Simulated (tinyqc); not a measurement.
## Depletion-mode phase shifter in a rib waveguide and its Mach-Zehnder modulator: effect of the donor density

A lateral p-n junction at x0 in a waveguide whose mode intensity is a Gaussian of rms width s about x = 0; p side at smaller x. Reverse bias removes carriers and raises the index. Abrupt junction, doping uniform over the whole mode, lumped electrode (no travelling-wave effects).

Free-carrier changes (empirical, N and P in cm^-3): |dn| = 8.5e-18 P^0.8 for holes, 8.8e-22 N for electrons; absorption 6e-18 P and 8.5e-18 N in 1/cm. W = sqrt(2 eps0 eps_r (Vb + V)(1/Na + 1/Nd)/q); edges xp = x0 - W Nd/(Na + Nd), xn = x0 + W Na/(Na + Nd); F(x) = [1 + erf(x/(sqrt(2) s))]/2. dneff = G {dn_h [F(xp(0)) - F(xp(V))] + dn_e [F(xn(V)) - F(xn(0))]}; VpiL = lam V/(2 dneff); loss = a0 + 4.343 G {a_h F(xp) + a_e [1 - F(xn)]} dB/cm at V; C = eps0 eps_r hr/W + Cf; fRC = 1/(2 pi Rs C).

Inputs (values chosen for the exercise); values close to those of silicon near 1550 nm:
- lam = 1550 nm (wavelength)
- eps_r = 11.7 (relative permittivity of the semiconductor)
- Na = 4.7e17 cm^-3 (acceptor density)
- Vb = 0.93 V (built-in voltage)
- s = 130 nm (rms width of the lateral mode intensity)
- x0 = 0 nm (junction offset towards the n side)
- G = 0.76 (vertical confinement times ng/n)
- hr = 220 nm (rib height)
- Cf = 24 pF/m (fringe capacitance)
- Rs = 7.3 ohm mm (series resistance)
- V = 3 V (reverse bias)
- a0 = 1.7 dB/cm (passive loss)

Constants: q = 1.602176634e-19 C, eps0 = 8.8541878128e-14 F/cm where lengths are in cm. Results are converted to the units shown.

Effect of the donor density:
```
Nd (cm^-3)	dneff	VpiL (V cm)	loss (dB/cm)	VpiL x loss (V dB)	C (pF/m)	fRC (GHz)
5e16	4.825e-5	4.819	5.456	26.29	91.96	237.1
9.4e16	6.776e-5	3.431	5.298	18.18	113.5	192.1
1.7e17	8.983e-5	2.588	5.472	14.16	137.0	159.2
3.3e17	1.150e-4	2.022	6.677	13.50	164.8	132.3
6.1e17	1.350e-4	1.723	9.753	16.80	188.7	115.5
1.1e18	1.492e-4	1.558	16.00	24.93	207.5	105.1
2.1e18	1.595e-4	1.458	29.56	43.09	222.1	98.15
4e18	1.655e-4	1.405	55.93	78.57	231.3	94.25
```

As Nd goes from 5e16 to 4e18 cm^-3, VpiL falls from 4.82 to 1.40 V cm, the loss goes from 5.46 through a minimum of 5.30 (at Nd = 9.4e16 cm^-3 among the rows listed) to 55.9 dB/cm, their product goes from 26.3 through a minimum of 13.5 (at Nd = 3.3e17 cm^-3 among the rows listed) to 78.6 V dB and fRC falls from 237 to 94.2 GHz. Rs is held fixed, though in a real device it falls with doping. At Nd = 4e18 cm^-3 the peak field passes 0.7 MV/cm, near breakdown of such junctions.

tinyqc, about 0.01 s, one thread, Intel Xeon 2.30GHz (shared host): `OMP_NUM_THREADS=1 python tinyqc.py 2650135 2650136 out.jsonl`
